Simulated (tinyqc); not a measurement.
FinFET, parasitic resistance, capacitance and delay: one step of the calculation.

Nf fins under one contact; each has gated perimeter p = 2 Hf + Wf and cross-section A = Hf Wf; contact width Wc = Nf pf, stack height Hs = Hf. Contact length Lc = CPP - Lg - 2 Lsp, shared by two neighbouring gates. Source and drain sides are equal. The formulas are first-order estimates, not field solutions.

Problem. Effective current, delay and energy. Ieff = (IH + IL)/2, delay CL Vdd/(2 Ieff), energy CL Vdd^2, with CL the load of an inverter that drives an equal one.

Inputs (values chosen for the exercise):

| symbol | value | unit | meaning |
|---|---|---|---|
| Vdd | 0.8 | V | supply voltage |

IH = I(Vdd, Vdd/2) = 504.89299 uA
IL = I(Vdd/2, Vdd), solved likewise = 175.60281 uA
CL = 1232.3107 aF

Wanted: Ieff; delay; energy.

Solution.

Ieff = 340.25 uA
delay = 1.4487 ps
energy = 788.68 aJ

Numbers from tinyqc (`OMP_NUM_THREADS=1 python tinyqc.py 2170025 2170026 out.jsonl`; about 0.03 s on one thread of a shared Intel Xeon 2.30GHz).
